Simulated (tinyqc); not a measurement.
Ways to reach one band: three-band (Emery) model of a CuO2 plane downfolded to one band.

Electron picture, d at 0 and the oxygen p orbitals at -D; sx = sin(kx a/2), sy = sin(ky a/2). H = [[0, 2 tpd sx, -2 tpd sy], [., -D, -4 tpp sx sy], [., ., -D]], real and symmetric. The top (antibonding) band crosses the Fermi level.

One-band form E = e0 - 2t (cos kx + cos ky) - 4t' cos kx cos ky - 2t'' (cos 2kx + cos 2ky) - 4t''' (cos 2kx cos ky + cos kx cos 2ky), k in 1/a. Each hopping is minus the mean of E cos(m kx) cos(n ky) over a 12 x 12 mesh, k = (j + 1/2) 2 pi/12.

Parameters, chosen for this exercise (out of a larger set: of the size used for cuprate planes; not measured data):
```
symbol  value  unit  meaning
D       2.2    eV    ed - ep
tpd     1.22   eV    d-p hopping
tpp     0.57   eV    p-p hopping
```

e0, t, t', t'', t''' (eV): 1.82176  0.42818  -0.02211  0.03800  0.00003

k in pi/a. Second order: 4 tpd^2 (sx^2 + sy^2)/D. Downfolded at a fixed energy: h(E0) = V (E0 - H_pp)^-1 V^T at E0 = the exact level at (1/2,1/2), then linearised, E = E0 + Z (h(E0) - E0), Z = 1/(1 + |(E0 - H_pp)^-1 V^T|^2). Fourier: all four hoppings.

Top band (eV):
```
k           exact  second order  linearised  Fourier
(0,0)      0.0000        0.0000      0.0000   0.0452
(1/2,0)    0.9462        1.3531      0.8977   0.9655
(1,0)      1.5765        2.7062      1.5662   1.5813
(1,1/2)    2.6877        4.0593      2.5972   2.6780
(1,1)      3.4909        5.4124      2.9667   3.4712
(3/4,3/4)  3.0636        4.6197      2.8195   3.0771
(1/2,1/2)  1.9669        2.7062      1.9669   1.9738
(1/4,1/4)  0.6838        0.7926      0.6154   0.6549
```

What does the comparison show, and why?

The band is 3.491 eV wide; second order gives 5.412, a factor 1.55, since 2 tpd/D = 1.11 is not small. It also leaves out tpp, which widens the exact band and so lowers this factor; with 4 tpp above D an oxygen level passes the d level at (1,1), where the expansion has no meaning. Linearising about the Fermi region is exact at (1/2,1/2), off by 10.3 meV at (1,0) and 524 meV at worst, far from E0. The four Fourier hoppings err by at most 45 meV, at (0,0).

Program tinyqc; command `OMP_NUM_THREADS=1 python tinyqc.py 1450795 1450796 out.jsonl`; about 0.05 s on one thread of a shared Intel(R) Xeon(R) Processor @ 2.30GHz.
